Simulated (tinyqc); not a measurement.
Worked calculation: dielectric confinement in a thin film (image charges). Values are carried at full precision from step to step, so a last printed digit may differ when a step is redone from the rounded ones.

A film |z| < t/2 of dielectric constant eps between half-spaces of dielectric constant e2; lam = (eps - e2)/(eps + e2), q = e^2/(4 pi eps0). The self-energy of a band edge is taken with the high-frequency value, e2 = eh, and the field of a fixed ion with the static one, e2 = eo. A charge at z has images lam^|n| at n t + (-1)^n z. Its self-energy is S(z) = (q/2 eps) sum over n >= 1 of lam^n [1/(n t - 2z) + 1/(n t + 2z)] for odd n and 2 lam^n/(n t) for even n; at the centre S(0) = -(q/(eps t)) ln(1 - lam).

Constants: e^2/(4 pi eps0) = 14.39964547 eV angstrom; hbar^2/2m0 = 3.80998211 eV angstrom^2; Ry = 13.60569312 eV.

Inputs chosen for the exercise (near those of a Si (100) film, two-fold valleys, in vacuum; the results hold for these values, not for the real material): t = 32 angstrom (film thickness); eps = 11.4 (dielectric constant of the film); eh = 1 (high-frequency dielectric constant outside); mz = 0.913 m0 (mass across the film); eo = 1 (static dielectric constant outside); m = 0.188 m0 (mass in the plane).

## Images for a charge at the centre

Give lam, the first five terms (q/eps) lam^n/(n t), their sum and the closed form.

lam = 0.8387

terms (meV): 33.11  13.88  7.76  4.88  3.28

sum of five = 62.91 meV
S(0) = 72.02 meV

The surroundings screen less than the film, so the images repel and each band edge moves outwards: the gap changes by about 2 S = +144 meV.

## Self-energy across the film

S at 2z/t = 0, 0.2, 0.4, 0.6, 0.8 and 0.9, summed to n = 399.

Self-energy:

| 2z/t | z (angstrom) | S (meV) |
|---|---|---|
| 0.0 | 0.0 | 72.02 |
| 0.2 | 3.2 | 73.44 |
| 0.4 | 6.4 | 78.50 |
| 0.6 | 9.6 | 91.03 |
| 0.8 | 12.8 | 131.59 |
| 0.9 | 14.4 | 214.08 |

Towards the wall S diverges as (q lam/4 eps)/(distance), an artefact of the abrupt interface that the vanishing envelope makes harmless.

## Shift of the subband edge

First order: <S> over the envelope (2/t) cos^2(pi z/t), beside the confinement energy c (pi/t)^2/mz, c = hbar^2/2m0.

<S> = 79.41 meV
confinement energy = 40.22 meV

|<S>| is 1.97 times the confinement energy; the first goes as 1/t and the second as 1/t^2, so they are equal at t = 16 angstrom.

## Binding of a donor

Donor at the centre, lam from the static eo, trial function cos(pi z/t) exp(-rho/l): E(l) = c/(m l^2) - (q/eps) times the integral over k of F(k t) (1 + (k l/2)^2)^(-3/2), with F(x) = F0 + 2 lam exp(-x) G/(1 - lam exp(-x)), F0 = 2[(1 - exp(-x/2))/x + x (1 + exp(-x/2))/(x^2 + 4 pi^2)], G = 2 sinh(x/2)[1/x - x/(x^2 + 4 pi^2)]; c = hbar^2/2m0. The binding energy is -E at the minimum, counted from the subband edge with its self-energy.

Minimise over l with and without images (lam = 0); Ry* = Ry m/eps^2.

Donor:

| case | l (angstrom) | binding (meV) | in Ry* |
|---|---|---|---|
| no images | 25.8 | 45.5 | 2.31 |
| with images | 21.5 | 175.2 | 8.90 |

Ry* = 19.68 meV

The images change the binding by +129.7 meV, against -2 (q/(eps t)) ln(1 - lam) = +144.0 meV for an orbit much smaller than t. At 300 K the binding is 6.8 kB T, which hinders ionisation.

## Checks

- S(0) from the series against the closed form, meV: both 72.02.
- F(2.3) for lam = 0.8387 from a direct sum over images against the closed form: both 0.9296.

Program tinyqc; command `OMP_NUM_THREADS=1 python tinyqc.py 1251174 1251175 out.jsonl`; about 0.05 s on one thread of a shared Intel(R) Xeon(R) Processor @ 2.30GHz.
